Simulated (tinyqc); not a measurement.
Inputs raised by 10 %, one at a time: out-diffusion of a doped substrate or buried layer into a growing epitaxial film. Computed by tinyqc, a small Python program. Command: `OMP_NUM_THREADS=1 python tinyqc.py 3004370 3004371 out.jsonl buried sens`. One thread of a shared host (Intel(R) Xeon(R) Processor @ 2.30GHz), about 0.01 s of CPU time with the checks.

x is counted from the original substrate surface into the film, whose surface moves as x = v t. Substrate dopant has one diffusivity; the dopant of the film is taken as uniform.

Inputs (values chosen for the exercise, modelled on boron in silicon): prefactor D0 = 1.19 cm^2/s; activation energy E = 3.53 eV; substrate concentration C_s = 7.7e+19 1/cm^3; film doping C_e = 1e+16 1/cm^3; growth rate v = 0.11 um/min; film thickness d = 6.6 um; growth temperature T = 1050 C; autodoping level at the start, as a share of C_s = 0.0008; decay length of autodoping = 0.8 um; later thermal budget (Dt)2 = 7.3e-10 cm^2.

Film doping: same type as the substrate.

Constants: k_B = 8.617333262e-05 eV/K.

Method:
- D = D0 exp(-E/(k_B T)); growth time t = d/v; l = 2 sqrt(D t); growth number G = v t/l = d/l; 1 um = 1e-4 cm.
- Temperatures in kelvin are T(C) + 273.15.
- After growth and the later budget: l2 = 2 sqrt(D t + (Dt)2); C(x) = (C_s/2) erfc(x/l2) + share x C_s exp(-x/decay length) for x > 0 (autodoping taken as unchanged by the later budget). The transition x_t solves C(x) = C_e, where the total doping is twice the intended value.
- Usable film = d - x_t. Also give x_t for the erfc term alone, after growth and after the later budget.

Runs; columns: (1) input moved; (2) from; (3) to; (4) x_t after growth, erfc alone (um); (5) x_t after the later budget, erfc alone (um); (6) usable film (um); (7) growth number G:
```
(1)                                                   (2)       (3)     (4)    (5)    (6)    (7)
base run                                                -         -  0.6401  1.535  4.919  26.63
prefactor D0 (cm^2/s)                                1.19     1.309  0.6714  1.549  4.909  25.39
substrate concentration C_s (1/cm^3)              7.7e+19  8.47e+19  0.6444  1.546  4.890  26.63
growth rate v (um/min)                               0.11     0.121  0.6103  1.523  4.929  27.93
film thickness d (um)                                 6.6      7.26  0.6714  1.549  5.569  27.93
later thermal budget (Dt)2 (cm^2)                 7.3e-10  8.03e-10  0.6401  1.598  4.869  26.63
autodoping level at the start, as a share of C_s   0.0008   0.00088  0.6401  1.535  4.896  26.63
```

Exponents ln(y'/y) / ln(x'/x):
```
input                                             x_t after growth, erfc alone  x_t after the later budget, erfc alone  usable film  growth number G
prefactor D0                                                              0.50                                   0.090       -0.023             -0.5
substrate concentration C_s                                               0.07                                   0.070       -0.063              0.0
growth rate v                                                            -0.50                                  -0.084        0.020              0.5
film thickness d                                                          0.50                                   0.090        1.301              0.5
later thermal budget (Dt)2                                                0.00                                   0.416       -0.108              0.0
autodoping level at the start, as a share of C_s                          0.00                                   0.000       -0.050              0.0
```

Which inputs matter most for each result?

Among the inputs moved here: x_t after growth, erfc alone answers most in size to prefactor D0 (exponent +0.500), and about equally to growth rate v (-0.500), film thickness d (+0.500); its exponent is below 0.0005 for later thermal budget (Dt)2, autodoping level at the start, as a share of C_s. Its exponent -0.500 in growth rate v: faster growth shortens the time, and the width goes as sqrt(t). Its exponent +0.500 in film thickness d: a thicker film takes longer. x_t after the later budget, erfc alone answers most in size to later thermal budget (Dt)2 (exponent +0.416), next to prefactor D0 (+0.090); its exponent is below 0.0005 for autodoping level at the start, as a share of C_s. Usable film answers most in size to film thickness d (exponent +1.301), next to later thermal budget (Dt)2 (-0.108). Growth number G answers most in size to prefactor D0 (exponent -0.500), and about equally to growth rate v (+0.500), film thickness d (+0.500); its exponent is below 0.0005 for substrate concentration C_s, later thermal budget (Dt)2, autodoping level at the start, as a share of C_s. Its exponent +0.500 in growth rate v: G = sqrt(v d/(4 D)).

Caution (all rows): the substrate doping is comparable to or above the intrinsic density at growth temperature, so the diffusivity may be higher on that side.
